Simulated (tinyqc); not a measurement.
Inside a calculation. Method: one-electron ion in a basis of Gaussians. Computed by tinyqc, a small Python program that keeps every step. Settings: Z = 4, l = 0. Command: `OMP_NUM_THREADS=1 python tinyqc.py 22593 22594 out.jsonl` (the two numbers bound the seeds that draw the settings). One thread of a shared host (Intel(R) Xeon(R) Processor @ 2.60GHz), about 0.01 s of CPU time with the checks.

## Matrices over normalised Gaussians

exponents of r^l exp(-a r^2) (1/bohr^2): [0.73550, 1.22900]

Z = 4

l = 0

With p = a_i + a_j and I(k) = Gamma((k+1)/2) / (2 p^((k+1)/2)): S = I(2l+2), T = (2l+3) a_i a_j S / p, V = -Z I(2l+1), each divided by sqrt(S_ii S_jj).

S:
$$\begin{pmatrix}
1.00000 & 0.95229 \\
0.95229 & 1.00000
\end{pmatrix}$$

T (hartree):
$$\begin{pmatrix}
1.10325 & 1.31453 \\
1.31453 & 1.84350
\end{pmatrix}$$

V (hartree):
$$\begin{pmatrix}
-5.47421 & -6.02433 \\
-6.02433 & -7.07630
\end{pmatrix}$$

## Generalised eigenproblem

H = T + V (hartree):
$$\begin{pmatrix}
-4.37096 & -4.70980 \\
-4.70980 & -5.23280
\end{pmatrix}$$

Solve H C = S C e through S^(-1/2); each column has its largest component positive (the first on a tie).

eigenvalues of S: [0.04771, 1.95229]

eigenvalues (hartree): [-5.43999, -1.36193]

coefficients:
$$\begin{pmatrix}
-0.73853 & 3.19218 \\
1.67756 & -2.81447
\end{pmatrix}$$

For Z = 4 and l = 0 the exact lowest level is -Z^2/(2 n^2) with n = l + 1: -8.000000 hartree.
